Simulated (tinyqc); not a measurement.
Changing the fraction x of B: order-disorder in a binary alloy on two sublattices: Bragg-Williams and pair (quasi-chemical) approximations. Computed by tinyqc, a small Python program. Command: `OMP_NUM_THREADS=1 python tinyqc.py 3005247 3005248 out.jsonl order sweep`. One thread of a shared host (Intel(R) Xeon(R) Processor @ 2.30GHz), about 0.01 s of CPU time with the checks.

All z = 8 neighbours of a site lie on the other sublattice. B fills the sublattices with x + eta/2 and x - eta/2; energies are per site, from the pure components: u = -z w y with y the probability of an A-B bond taken in one order.

Inputs (values chosen for the exercise, for a model alloy): ordering energy w = (e_AA + e_BB)/2 - e_AB = 52.4 meV; temperature T = 1980 K.

Lattice: bcc (B2 order, z = 8). Method: Newton steps.

scattering factors f_A, f_B (electrons): 24  60

Constants: k_B = 8.617333262e-05 eV/K.

Method:
- Bragg-Williams: k_B T_c = 2 z w x (1 - x). Pair approximation at x = 1/2: k_B T_c = w/ln(z/(z - 2)).
- Bragg-Williams: u = -z w [x (1 - x) + eta^2/4]; minimising f gives ln[a (1 - b)/(b (1 - a))] = 2 z w eta/(k_B T) =: ln Q, a = x + eta/2, b = x - eta/2. For given Q this is a quadratic for eta, (Q - 1) eta^2/4 - (Q + 1) eta/2 + (Q - 1) x (1 - x) = 0, smaller root: the map eta -> phi(eta).
- Newton steps on phi(eta) - eta, with the slope by central differences of 1e-6; start at 0.999 times 2x; stop when |phi - eta| < 1e-10.
- a = x + eta/2, b = x - eta/2; u = -z w [x (1 - x) + eta^2/4]; s/k_B = [s2(a) + s2(b)]/2, s2(c) = -c ln c - (1 - c) ln(1 - c); gain on ordering = f(eta) - f(0), f = u - T s. Superlattice over fundamental intensity = [eta (f_B - f_A)/2]^2/[(1 - x) f_A + x f_B]^2.
- Quasi-chemical disordered state, with T here the Bragg-Williams T_c and not the input T: y^2/[(1 - x - y)(x - y)] = exp(2 w/(k_B T)) =: E, so y = 2 x (1 - x)/(1 + r), r = sqrt(1 - 4 x (1 - x)(1 - 1/E)); Warren-Cowley alpha = 1 - y/(x (1 - x)); u = -z w y.

One run for each value; columns: (1) fraction x of B; (2) order parameter eta; (3) T_c, Bragg-Williams (K); (4) B fraction on its own sublattice; (5) B fraction on the A sublattice; (6) alpha of the disordered state at the Bragg-Williams T_c:
```
(1)      (2)   (3)     (4)     (5)      (6)
0.30  0.2062  2043  0.4031  0.1969  -0.1177
0.34  0.3916  2183  0.5358  0.1442  -0.1203
0.38  0.5135  2292  0.6367  0.1233  -0.1221
0.42  0.6048  2370  0.7224  0.1176  -0.1234
0.46  0.6666  2417  0.7933  0.1267  -0.1241
0.50  0.6895  2432  0.8448  0.1552  -0.1244
```

Over the rows, order parameter eta rises from 0.206 to 0.690 (exponent d ln y / d ln x 5.1 between the first rows and 0.40 between the last); T_c, Bragg-Williams (K) rises from 2040 to 2430 (exponent d ln y / d ln x 0.53 between the first rows and 0.077 between the last); B fraction on its own sublattice rises from 0.403 to 0.845 (exponent d ln y / d ln x 2.3 between the first rows and 0.75 between the last).  Left out: 0.220, 0.260 (T is above the Bragg-Williams T_c).

Caution (all rows): T is near or above the T_c of the better pair approximation, so the true long-range order is lower than Bragg-Williams gives.
